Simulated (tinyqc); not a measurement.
Choice of the trial orbital: Wannier function of the lower band of a two-orbital chain.

H(k) = [[-d/2 - 2 ta cos k, -t1 - t2 exp(-ik)], [-t1 - t2 exp(ik), d/2 - 2 tb cos k]], k in 1/a, Bloch sums with exp(ikR) and without the positions inside the cell. Mesh k_j = 2 pi j/N. Projection gauge: each lower eigenvector u is multiplied by the phase that makes <trial|u> real and positive (the one-band case of Loewdin orthogonalisation). Wannier amplitudes w(R) = (1/N) sum_k exp(ikR) u(k); hoppings H(R) = (1/N) sum_k exp(-ikR) E(k).

Inputs chosen for the exercise: d = -0.7 eV (A at -d/2, B at +d/2); t1 = 1.17 eV (A-B in the cell); t2 = 1.57 eV (B to A of the next cell); ta = -0.22 eV (A-A between cells); tb = 0.06 eV (B-B between cells); xb = 0.45 a (position of B (A at 0)).

N = 16. Centre, Omega_I and Omega_D from overlaps (b = 2 pi/N, M_j = u_j^+ diag(1, exp(-i b xb)) u_(j+1); Omega_D = (1/(N b^2)) sum (arg M_j + b centre)^2).

Trial angle:

| th (deg) | smallest projection | centre (a) | Omega_I (a^2) | Omega_D (a^2) |
|---|---|---|---|---|
| 0 | 0.623 | -0.3203 | 0.19595 | 0.18760 |
| 15 | 0.423 | -0.3203 | 0.19595 | 0.53302 |
| 30 | 0.174 | -0.3203 | 0.19595 | 1.18664 |
| 45 | 0.087 | 0.6797 | 0.19595 | 1.34542 |
| 60 | 0.341 | 0.6797 | 0.19595 | 0.65271 |
| 75 | 0.573 | 0.6797 | 0.19595 | 0.28395 |
| 90 | 0.753 | 0.6797 | 0.19595 | 0.09675 |

Omega_I is the same for all. Omega_D is smallest at 90 degrees (0.09675) and largest at 45 (1.34542). The centre jumps by a whole period for some trials: there the phase winds once across the zone, which centres the function in another cell.

(tinyqc, `OMP_NUM_THREADS=1 python tinyqc.py 1481967 1481968 out.jsonl`, Intel(R) Xeon(R) Processor @ 2.30GHz, 1 thread, shared host, about 0.2 s.)
